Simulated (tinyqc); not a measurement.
Rapid thermal processing of a wafer: radiative balance, ramp and cooling, pattern effects, pyrometer error and spike budget. Changing the process temperature. Computed by tinyqc, a small Python program. Command: `OMP_NUM_THREADS=1 python tinyqc.py 3111675 3111676 out.jsonl rtp sweep`. One thread of a shared host (Intel(R) Xeon(R) Processor @ 2.30GHz), about 0.08 s of CPU time with the checks.

The wafer is opaque and uniform through its thickness unless said otherwise; temperatures in formulas are in kelvin (C + 273.15). sigma = 5.670374419e-12 W/(cm^2 K^4).

Inputs (values chosen for the exercise, modelled on a hot silicon wafer):
```
quantity                                              value         unit
wafer thickness d                                       775   micrometre
heat capacity per volume C                             2.14   J/(cm^3 K)
thermal conductivity k                                 0.29     W/(cm K)
emissivity eps of each face                             0.6            -
reflectivity of the chamber walls r                    0.38            -
gas heat-transfer coefficient h, both faces together   0.76  mW/(cm^2 K)
wall temperature T_w                                    500            K
starting temperature                                    450            C
ramp rate                                                70          K/s
activation energy of the process E_a                   3.66           eV
```

Constants: k_B = 8.617333262e-05 eV/K.

Method:
- Effective emissivity between parallel grey plates: eps_eff = 1/(1/eps + 1/(1 - r) - 1). Loss per area q(T) = 2 eps_eff sigma (T^4 - T_w^4) + h (T - T_w).
- Absorbed power during a ramp = q(T) + C d x ramp rate; thermal time constant tau = C d/(dq/dT), dq/dT = 8 eps_eff sigma T^3 + h; natural cooling rate q/(C d); front-to-back difference under one-sided heating at the end of the ramp = (absorbed power) d/(2 k).
- Cooling with the lamps off: C d dT/dt = -q(T), integrated adaptively (relative tolerance 1e-10).
- Spike anneal: linear ramp to the peak, then lamps off. Equivalent time at the peak = int exp(-(E_a/k_B)(1/T - 1/T_peak)) dt; estimate (k_B T^2/E_a)(1/ramp rate + 1/cooling rate). The ramp part uses 4000 trapezoid steps, the cooling part 4000 steps over 4 tau.
- Time within 50 K of the peak from the same curves.

One run for each value; columns: (1) process temperature (C); (2) holding power q (W/cm^2); (3) time constant tau (s); (4) natural cooling rate (K/s); (5) equivalent time, total (s):
```
(1)      (2)     (3)     (4)     (5)
620    3.154  11.102   19.02  1.2938
710    4.704   8.431   28.36  1.1541
800    6.723   6.541   40.54  1.0739
890    9.299   5.171   56.07  1.0325
980   12.530   4.154   75.55  1.0186
1070  16.521   3.386   99.62  1.0257
1160  21.386   2.795  128.94  1.0493
1250  27.244   2.333  164.27  1.0866
```

Over the rows, holding power q (W/cm^2) rises from 3.15 to 27.2; time constant tau (s) falls from 11.1 to 2.33; natural cooling rate (K/s) rises from 19.0 to 164.

Extremes, crossings and ranges named in words are read from the listed rows.
